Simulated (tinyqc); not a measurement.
Comparisons within one model: Gamma, L and X subbands of a thin body with non-parabolic valleys. A value that a table varies takes the place of the one given here.

Hard walls, flat band, c = hbar^2/2m0, energies from the bulk Gamma edge. For a valley at angle theta to the normal 1/m_z = cos^2/ml + sin^2/mt and m_d = sqrt(ml mt^2/m_z). Subband n starts at E_v + e with e (1 + a e) = c (n pi/t)^2/m_z, and its density-of-states mass is taken as m_d (1 + 2 a e), without further growth at higher in-plane energy. Groups are named by valley and degeneracy.

n_i = g m/(2 pi c) kB T ln(1 + exp((EF - E_i)/kB T)), sum n_i = Ns (1e12/cm^2 = 1e-4/angstrom^2), c = hbar^2/2m0. Quantum capacitance Cq = 1602.176634 sum g m/(2 pi c) f_i in microfarad/cm^2 with f_i = 1/(1 + exp((E_i - EF)/kB T)); Cox = 34.5313/eot (one gate); C/Cox = Cq/(Cq + Cox), the centroid term left out.

Constants: hbar^2/2m0 = 3.80998211 eV angstrom^2; kB = 8.617333262e-05 eV/K.

Parameters, chosen for this exercise (near those of a thin GaAs channel; shifted at random, so the results belong to these values and not to a real crystal):

| symbol | value | unit | meaning |
|---|---|---|---|
| face | 100 |  | surface |
| mG | 0.0671 | m0 | Gamma mass |
| aG | 0.58 | 1/eV | Gamma non-parabolicity |
| EL | 0.343 | eV | L edge above Gamma |
| mL | (1.971, 0.077) | m0 | L valleys (four, along <111>): ml, mt |
| EX | 0.479 | eV | X edge above Gamma |
| mX | (1.27, 0.233) | m0 | X valleys (three, along <100>): ml, mt |
| aS | 0.42 | 1/eV | non-parabolicity of L and X |
| Ns | 11 | x 1e12/cm^2 | sheet density |
| T | 300 | K | temperature |
| eot | 11 | angstrom | equivalent oxide thickness |
| ts | (20, 26, 34, 45, 60, 85, 130) | angstrom | thicknesses |
| t | 28 | angstrom | body thickness |
| Nl | (0.5, 1, 2, 4, 7, 11, 16) | x 1e12/cm^2 | sheet densities |

## Thinning the body

Lowest edge of each valley type, the lowest group, the Gamma share and C/Cox, with n = 1 to 8 of all groups.

Results:

| t (angstrom) | Gamma (eV) | L (eV) | X (eV) | lowest | Gamma share (%) | C/Cox |
|---|---|---|---|---|---|---|
| 20 | 0.915 | 0.995 | 0.551 | X1 | 0.0 | 0.844 |
| 26 | 0.612 | 0.761 | 0.522 | X1 | 7.4 | 0.894 |
| 34 | 0.395 | 0.602 | 0.504 | G1 | 50.6 | 0.906 |
| 45 | 0.243 | 0.497 | 0.494 | G1 | 68.7 | 0.890 |
| 60 | 0.144 | 0.432 | 0.487 | G1 | 73.6 | 0.875 |
| 85 | 0.074 | 0.388 | 0.483 | G1 | 88.9 | 0.847 |
| 130 | 0.033 | 0.362 | 0.481 | G1 | 98.2 | 0.809 |

From 130 down to 20 angstrom Gamma rises by 0.88 eV, L by 0.63 and X by 0.07 eV, the light Gamma mass moving most. The lowest group changes from G1 to X1 between 34 and 26 angstrom. The Gamma share goes from 98 % to 0 %. C/Cox is 0.81 and 0.84 at the ends and lies between 0.81 and 0.91. Hard walls overstate the rise in the thinnest rows.

## Raising the sheet density

Fixed thickness, n = 1 to 8 of all groups; the gate overdrive above the lowest edge is (EF - E_lowest)/e + 0.1602177 Ns/Cox in volts.

Results:

| Ns (1e12/cm^2) | EF - lowest (eV) | Gamma share (%) | Cq | C/Cox | overdrive (V) |
|---|---|---|---|---|---|
| 0.5 | -0.045 | 13.8 | 2.89 | 0.479 | -0.020 |
| 1.0 | -0.026 | 14.4 | 5.42 | 0.633 | 0.025 |
| 2.0 | -0.004 | 15.5 | 9.62 | 0.754 | 0.098 |
| 4.0 | 0.021 | 17.3 | 15.76 | 0.834 | 0.226 |
| 7.0 | 0.047 | 19.2 | 22.18 | 0.876 | 0.404 |
| 11.0 | 0.072 | 20.2 | 29.55 | 0.904 | 0.633 |
| 16.0 | 0.095 | 19.9 | 40.01 | 0.927 | 0.912 |

The lowest subband is X1 n=1; the light Gamma level lies 27 meV above it, lifted there by confinement. At the highest density band filling takes 0.095 V of the 0.912 V overdrive. Cq grows from 2.9 to 40.0 microfarad/cm^2 while EF moves from -0.045 to +0.095 eV against the lowest edge; the Gamma share stays within 14 to 20 %.

## What each parameter does

n = 1 to 8 of all groups. Each row changes one parameter from the base and keeps the others.

Results:

| case | lowest edge (eV) | EF (eV) | Gamma share (%) | C/Cox |
|---|---|---|---|---|
| base | 0.516 | 0.588 | 20.2 | 0.904 |
| t = 36 angstrom | 0.358 | 0.514 | 56.4 | 0.905 |
| mG = 0.0772 m0 | 0.485 | 0.571 | 40.0 | 0.895 |
| aG = 0.41 1/eV | 0.516 | 0.595 | 10.5 | 0.906 |
| EL = 0.293 eV | 0.516 | 0.584 | 18.7 | 0.913 |
| Ns = 16.5 x 1e12/cm^2 | 0.516 | 0.613 | 19.8 | 0.929 |
| eot = 9 angstrom | 0.516 | 0.588 | 20.2 | 0.885 |
| T = 250 K | 0.516 | 0.593 | 21.3 | 0.901 |

The largest shifts from the base row, up to three for each result and ties (the steps differ in size, so this ranks the rows, not the parameters). lowest edge (eV): t -0.158, mG -0.031; unchanged at the printed digits by aG, EL, Ns, eot and T. EF (eV): t -0.073, Ns +0.025, mG -0.017; unchanged at the printed digits by eot. Gamma share (%): t +36.2, mG +19.8, aG -9.8; unchanged at the printed digits by eot. C/Cox: Ns +0.025, eot -0.019, mG -0.009, EL +0.009.

Program tinyqc; command `OMP_NUM_THREADS=1 python tinyqc.py 1281497 1281498 out.jsonl`; about 0.06 s on one thread of a shared Intel(R) Xeon(R) Processor @ 2.30GHz.
